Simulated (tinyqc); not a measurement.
Circular transfer-length structure: one step of the calculation.

A disc contact of radius r0 and a very wide ring contact from r1 = r0 + sp outwards lie on a thin layer; the metal has no resistance and the sheet resistance under the contacts equals Rsh.

Problem. The large-radius form. Transfer length Lt = sqrt(rc/Rsh). R = (Rsh/2 pi) [(Lt/r0) I0(r0/Lt)/I1(r0/Lt) + ln(r1/r0) + (Lt/r1) K0(r1/Lt)/K1(r1/Lt)] with modified Bessel functions; for r0 >> Lt both ratios tend to 1. Large radius: R = (Rsh/2 pi) [Lt (1/r0 + 1/r1) + ln(r1/r0)], and linearised for sp << r0: Rsh (sp + 2 Lt)/(2 pi r0).

Inputs (values chosen for the exercise): sheet resistance of the semiconductor layer Rsh = 2200 ohm/sq; specific contact resistivity rc = 8.9e-9 ohm cm^2; radius of the inner contact r0 = 0.085 um; gap between the contacts sp = 0.015 um.

Give: large-radius R; linearised R.

Solution.

large-radius R = 210.2 ohm
linearised R = 227.5 ohm

Program tinyqc, `OMP_NUM_THREADS=1 python tinyqc.py 2760017 2760018 out.jsonl`; Intel Xeon 2.30GHz, shared host, one thread, about 0.01 s.
